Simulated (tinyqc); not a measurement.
Comparisons within one model: periodic multilayer mirror for extreme ultraviolet light. A value that a table varies takes the place of the one given here.

s polarisation, vacuum above. q_j = sqrt(N_j^2 - sin^2 theta); interface r_jk = (q_j - q_k)/(q_j + q_k) exp(-2 (2 pi/lam)^2 q_j q_k sg^2) (Nevot-Croce; sg = 0 if not given); phase factor of a layer x_j = exp(4 pi i q_j d_j/lam). Each period has the spacer (thickness (1 - Gm) L) on top of the absorber (Gm L). In this recursion R is the amplitude; R in tables and results is the reflectance, its squared modulus. The substrate is of the spacer material. Starting with R = 0 in it, each interface upward gives R -> (r + R x)/(1 + r R x), x that of the layer below the interface (1 for the substrate).

Values chosen for the exercise (optical constants near those of Mo and Si at 13.5 nm; the results hold for these values, not for the real material):
- lam = 13.5 nm (wavelength)
- dA = (0.0791, 0.00694) (delta and beta of the absorber, N = 1 - delta + i beta)
- dS = (0.001, 0.00168) (delta and beta of the spacer and the substrate)
- L = 6.97 nm (period)
- Gm = 0.34 (absorber share of the period)
- theta = 6 degrees (angle from the normal)
- sg = 0.5 nm (interface roughness)
- Np = 60 (periods)

## Number of periods

The last column sets both beta to zero.

Reflectance:
```
periods      R  R without absorption
5        0.084                 0.093
10       0.257                 0.313
15       0.423                 0.545
20       0.541                 0.726
30       0.657                 0.913
40       0.692                 0.975
50       0.702                 0.993
60       0.705                 0.998
80       0.706                 1.000
100      0.706                 1.000
```

What can be read from the table?

R reaches 0.692 at 40 periods and 0.706 at 100; it stays within 0.01 of the last value from 50 periods on. Without absorption the last value is 1.000: absorption, not the count of layers, caps the mirror, and the roughness, which weakens each reflection, lowers that cap further.

## Wavelength

The optical constants are held fixed.

Reflectance:
```
lam (nm)      R
12.9      0.074
13.0      0.074
13.1      0.166
13.2      0.338
13.3      0.565
13.4      0.661
13.5      0.705
13.6      0.718
13.7      0.672
13.8      0.325
13.9      0.190
14.0      0.058
14.1      0.079
14.2      0.038
14.3      0.031
```

What can be read from the table?

The largest value listed is 0.718 at 13.6 nm, against lam_B = 2 L Re(mean q) = 13.477 nm; the peak lies on the long side, where the nodes of the standing wave fall in the absorber. R exceeds half of that from 13.3 to 13.7 nm of the wavelengths listed, at least 2.9 % of the wavelength; a chain of ten mirrors narrows it, since R^10 falls to half where R has lost only 7 %.

## Absorber share

For each Gm the period is set so that lam_B = 2 L Re(mean q) equals lam - 0.09 nm.

Results:
```
Gm    L (nm)      R
0.15   6.830  0.551
0.20   6.857  0.647
0.25   6.885  0.691
0.30   6.913  0.711
0.35   6.941  0.718
0.40   6.969  0.717
0.45   6.998  0.711
0.50   7.027  0.699
0.60   7.085  0.656
0.70   7.144  0.577
```

What does this show?

The largest value listed is 0.718 at 0.35. The contrast of a period goes as sin(pi Gm) and is largest at 0.5, while the loss grows with Gm; R is 0.699 at 0.5, 0.711 at 0.3 and 0.577 at 0.7. Absorption pulls the best share below 0.5.

## Angle of incidence

Results:
```
theta (degrees)  lam_B (nm)      R
0                    13.556  0.673
2                    13.547  0.678
4                    13.521  0.690
6                    13.477  0.705
8                    13.416  0.717
10                   13.338  0.712
12                   13.242  0.624
14                   13.129  0.146
16                   12.999  0.094
18                   12.852  0.090
20                   12.688  0.048
```

How do the results move?

lam_B = 2 L Re(mean q) falls with the angle, from 13.556 to 12.688 nm; the largest value listed is 0.717 at 8 degrees. R stays above 90 % of that value at 0, 2, 4, 6, 8 and 10 degrees, which bounds the cone of light that a mask or mirror with this period accepts.

## Tolerances

R of the mirror, and R^10 for a chain of ten such mirrors. Each row changes one parameter from the base and keeps the others.

Results:
```
case                         R    R^10
base                    0.7052  0.0304
L = 7.01 nm             0.6746  0.0195
Gm = 0.38               0.7155  0.0351
theta = 8 degrees       0.7168  0.0358
sg = 0.7 nm             0.6804  0.0213
dA = (0.0791, 0.00833)  0.6754  0.0197
lam = 13.55 nm          0.7156  0.0352
```

What does this show?

The largest shifts from the base row, up to three for each result and ties (the steps differ in size, so this ranks the rows, not the parameters). R: L -0.0306, dA -0.0299, sg -0.0248. R^10: L -0.0109, dA -0.0107, sg -0.00916.

Program tinyqc; command `OMP_NUM_THREADS=1 python tinyqc.py 1681337 1681338 out.jsonl`; about 0.01 s on one thread of a shared Intel(R) Xeon(R) Processor @ 2.30GHz.
